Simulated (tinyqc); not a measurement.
Worked calculation: Heisenberg spin cluster by exact diagonalisation: multiplets, susceptibility, level crossings. Computed by tinyqc, a small Python program that keeps every step. Command: `OMP_NUM_THREADS=1 python tinyqc.py 3005198 3005199 out.jsonl spincl walk`. One thread of a shared host (Intel(R) Xeon(R) Processor @ 2.30GHz), about 0.01 s of CPU time with the checks. Intermediate numbers are printed to about 7 digits and carried at full precision; extremes and crossings named in words are read from the listed rows.

H = J1 sum S_i.S_j over the bonds 1-2, 2-3, 3-4, 4-5, 5-6, 6-1 + J2 sum over 1-3, 2-4, 3-5, 4-6, 5-1, 6-2 - g mu_B B S_z; J > 0 is antiferromagnetic.

Inputs (values chosen for the exercise, for a model cluster):
```
quantity       value  unit
exchange J1    0.417   meV
exchange J2    -0.25   meV
g factor        2.05     -
temperature T    1.7     K
field B          6.3     T
```

Cluster: ring of six with second neighbours J2. Spin s of each site: 0.5.

Constants: k_B = 8.617333262e-05 eV/K; mu_B = 5.7883818060e-05 eV/T.

## Multiplets

Every multiplet has one member in the block S_z = 0; diagonalise it and read the total spin from <S^2> = S (S + 1).

Levels at B = 0:
```
E (meV)    total S  number of multiplets
-1.500923        0                     1
-1.203518        1                     1
-0.583500        2                     1
-0.450669        1                     2
-0.417000        1                     2
-0.250500        0                     1
0.000000         2                     2
0.166500         0                     2
0.250500         3                     1
0.369518         1                     1
0.417000         2                     2
0.583500         1                     1
0.617169         1                     2
0.666923         0                     1
```

ground energy = -1.500923 meV

gap to the next level = 0.2974046 meV

The ground state has S = 0; the next level has S = 1. The highest spin, S = 3, lies at 0.2505 meV, s^2 times the sum of all J, s the spin of a site.

## Thermal averages at zero field

Z = sum k (2S + 1) exp(-E/(k_B T)) over the table, k the number of multiplets; <S^2> likewise with the factor S (S + 1); chi T = N_A g^2 mu_B^2 <S^2>/(3 k_B) = 0.125049 g^2 <S^2> cm^3 K/mol (cgs, per mole of clusters); C = (<E^2> - <E>^2)/(k_B T)^2; entropy = ln Z + <E>/(k_B T).

<S^2> = 0.6120661

chi T = 0.3216520 cm^3 K/mol

heat capacity = 1.341965 k_B

entropy = 1.001148 k_B

Free spins would give <S^2> = 4.5 and the entropy 4.159 k_B; chi T is 14 % of the free value.

## Magnetisation in the field

Each multiplet splits as E - g mu_B B m; <S_z> is the Boltzmann mean. The first level crossing is at the smallest (E_S - E_0)/(g mu_B (S - S_0)) over higher spins (0 if the ground state has the highest spin).

<S_z> = 2.037223

first crossing field = 2.506321 T

Linear response would give g mu_B B <S^2>/(3 k_B T) = 1.04. B is past the first crossing.

## Susceptibility against the Curie-Weiss form

High-temperature form: chi T = C0/(1 - theta/T), C0 = 0.125049 g^2 n s (s + 1), k_B theta = -(2/3) s (s + 1) (sum of J over bonds)/n, n = 6; a dash where T <= 1.05 theta.

theta = -0.9689773 K

Against temperature:
```
T (K)  chi T (cm^3 K/mol)  Curie-Weiss  chi (cm^3/mol)       C (k_B)
0.48         2.372178e-03     0.783394       0.0049420  1.164171e-01
0.97         8.304959e-02     1.183040       0.0856181  9.324917e-01
1.70         3.216520e-01     1.506276       0.1892071  1.341965e+00
2.90         7.414442e-01     1.772565       0.2556704  2.268752e+00
4.80         1.334904e+00     1.967627       0.2781050  1.929600e+00
7.70         1.802640e+00     2.100503       0.2341091  8.787524e-01
12.00        2.058363e+00     2.188144       0.1715302  3.419205e-01
19.00        2.197530e+00     2.250081       0.1156595  1.245725e-01
39.00        2.295022e+00     2.307502       0.0588467  2.655746e-02
77.00        2.332252e+00     2.335443       0.0302890  6.432373e-03
```

The Curie-Weiss form is within 3 % in the last 3 rows. chi passes a maximum, at 4.8 K among these rows, the mark of a singlet ground state; among these rows C is largest at 2.9 K, and the gap is 3.45 K.

Checks made by the program: the trace of H and the count of states (relative difference below 1e-10).
